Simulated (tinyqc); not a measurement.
Deformation-potential model of the X valleys of a conduction band, step by step. Values are carried at full precision from step to step, so a last printed digit may differ when a step is redone from the rounded ones.

s11 = (C11 + C12)/((C11 - C12)(C11 + 2 C12)), s12 = -C12/((C11 - C12)(C11 + 2 C12)), s44 = 1/C44; exx = s11 sxx + s12 (syy + szz) and cyclic, exy = s44 sxy/2; tension is positive. A uniaxial stress X along the unit vector n is s_ij = X n_i n_j.

Constants: kB = 8.617333262e-05 eV/K; hbar^2/2m0 = 3.80998211 eV angstrom^2.

Inputs chosen for the exercise (near those of GaP; not measured data):
- C11 = 140.4 GPa
- C12 = 62.3 GPa
- C44 = 70.4 GPa
- load = uniaxial [100] (kind of stress)
- X = -0.32 GPa (stress)
- Xd = 1.64 eV (dilation potential)
- Xu = 6.71 eV (uniaxial potential)
- T = 350 K (temperature)
- ml = 2.023 m0 (longitudinal mass)
- mt = 0.247 m0 (transverse mass)

## Strain from a uniaxial [100] stress

Form the compliances and the strain.

s11, s12, s44 (1/TPa): [9.7939, -3.0102, 14.2045]

strain tensor, rows x, y, z and columns alike:
$$\begin{pmatrix}
-0.003134 & 0.000000 & 0.000000 \\
0.000000 & 0.000963 & 0.000000 \\
0.000000 & 0.000000 & 0.000963
\end{pmatrix}$$

## Valley shifts

Valleys with axes along x, y and z, one whole valley each. Herring-Vogt shift of a valley with unit axis a: dE = Xd tr(e) + Xu a.e.a. Non-degenerate shares n_i = exp(-dE_i/kT)/sum_j exp(-dE_j/kT). Inverse mass tensor of a valley: (1 - a a)/mt + a a/ml; the masses are taken as independent of strain.

Apply the Herring-Vogt formula to each valley.

Xd tr(e) = -1.98 meV

a.e.a: x -0.003134, y 0.000963, z 0.000963

shifts dE (meV): x -23.01, y 4.48, z 4.48

The lowest valley is x, 27.5 meV below the highest; the mean shift over all valleys is (Xd + Xu/3) tr(e) = -4.68 meV.

## Shares of the electrons

Boltzmann factors of the shifts.

kT = 30.161 meV

shares: x 0.5544, y 0.2228, z 0.2228

effective number of valley axes, 1/(largest share) = 1.804

## Conductivity mass tensor

With one scattering time for all valleys the conductivity goes as M = sum_i n_i (inverse mass tensor of valley i); along the unit vector u, 1/m_c = u.M.u. Without stress 1/m_c = (1/ml + 2/mt)/3. Take u along [001].

M (1/m0), rows x, y, z and columns alike:
$$\begin{pmatrix}
2.078 & 0.000 & 0.000 \\
0.000 & 3.257 & 0.000 \\
0.000 & 0.000 & 3.257
\end{pmatrix}$$

m_c along [001] = 0.3071 m0
m_c without stress = 0.3492 m0

The repopulation alone changes the mobility along [001] by +13.7 %; with all electrons in the valleys lightest or heaviest along this direction it would change by +41 or -83 %.

## Effective density of states

Each of the 3 whole valleys has m_d = (ml mt^2)^(1/3) and N = 2 (m_d kT/(4 pi c))^(3/2), c = hbar^2/2m0. Counted from the lowest edge, Nc = N x sum_i exp(-(dE_i - dE_min)/kT). 1 angstrom^-3 = 1e24 cm^-3.

m_d = 0.4979 m0
N of one valley = 1.111e+19 cm^-3
Nc under stress = 2.004e+19 cm^-3
Nc without stress = 3.333e+19 cm^-3

## Piezoresistance from repopulation

For small stress d(rho)/rho = pi X. For valleys on the cube axes pi11 = -(2/3) Xu (s11 - s12)/kT x (K - 1)/(2K + 1), pi12 = -pi11/2, pi44 = 0, K = ml/mt. For stress along [110]: pi_l = (pi11 + pi12 + pi44)/2 with the current along it and pi_t = (pi11 + pi12 - pi44)/2 with the current along [1-10]. 1/GPa = 100 x 1e-11/Pa.

K = 8.190

pi11, pi12, pi44 (1e-11/Pa): [-78.6, 39.3, 0.0]

pi_l, pi_t for [110] (1e-11/Pa): [-19.6, -19.6]

Only the transfer between valleys is counted; changes of mass and of intervalley scattering add to it in a real crystal.

## Checks

- Conductivity mass at zero stress against 3/(1/ml + 2/mt): both 0.3491831.
- Piezoresistance coefficients by finite differences against the closed form: largest difference 1.0e-08.

Run: tinyqc, `OMP_NUM_THREADS=1 python tinyqc.py 1051531 1051532 out.jsonl`; Intel(R) Xeon(R) Processor @ 2.30GHz, one thread, shared host; about 0.01 s of CPU time with all checks.
